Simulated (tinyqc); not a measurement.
# The trial binding against the radius

Model: donor or exciton in a quantum well (variational effective-mass method). Computed by tinyqc, a small Python program. Command: `OMP_NUM_THREADS=1 python tinyqc.py 3016370 3016371 out.jsonl welldonor sweep`. One thread of a shared host (Intel(R) Xeon(R) Processor @ 2.30GHz), about 0.04 s of CPU time with the checks.

Electron and hole in their lowest subbands f(z) = cos(pi z/L); relative in-plane motion exp(-rho/lambda) (separable trial function), H = -nabla_rho^2 - 2/sqrt(rho^2 + (z_e - z_h)^2) in effective units. Mass and screening are the same in well and barrier; l = L/a* is the width in effective units. Bands are flat: no polarisation or applied field.

Inputs (values chosen for the exercise, modelled on GaAs):
```
quantity                  value  unit
electron mass m          0.0665   m_0
dielectric constant eps    12.5     -
well width L                6.7    nm
in-plane hole mass m_h    0.293   m_0
```

Centre: exciton. Barriers: infinite.

Constants: Ry = 13.605693123 eV; a_0 = 0.529177210903 angstrom.

Method:
- mu = m m_h/(m + m_h) takes the place of m; Ry* = Ry m/eps^2, a* = a_0 eps/m; l = L/a*.
- k = pi/l; f = cos(k z) inside and zero outside.
- Binding E_b(lambda) = -1/lambda^2 + (8/lambda^2) int_0^l P(z) g(z) dz, with P(z) = (2/l) [(1 - z/l)(1 + cos(2 pi z/l)/2) + (3/(4 pi)) sin(2 pi z/l)] the distribution of |z_e - z_h| and g(z) = int_z^infinity exp(-2 sqrt(r^2 - z^2)/lambda) dr = int_0^infinity exp(-2 rho/lambda) rho/sqrt(rho^2 + z^2) d rho; 40 Gauss-Legendre points in z and 40 in t with rho = lambda t/(1 - t).

One run for each value:
```
trial radius lambda (a*)  E_b(lambda) (Ry*)  int P g dz (a*)
0.4                                   0.806           0.1411
0.6                                   2.378           0.2320
0.8                                   2.512           0.3260
1.0                                   2.372           0.4215
1.2                                   2.184           0.5182
1.4                                   2.002           0.6155
1.6                                   1.838           0.7133
1.8                                   1.695           0.8114
2.0                                   1.570           0.9098
```

Describe and explain the trends.

Over the rows, E_b(lambda) (Ry*) goes from 0.806 through a maximum among these rows, 2.51 at 0.800, to 1.57; int P g dz (a*) rises from 0.141 to 0.910 (exponent d ln y / d ln x 1.2 between the first rows and 1.1 between the last). A small radius costs kinetic energy as 1/lambda^2 and a large one loses attraction.

Caution (all rows): so narrow a well has large confinement energy, where non-parabolicity and barrier penetration matter.

Extremes, crossings and ranges named in words are read from the listed rows.
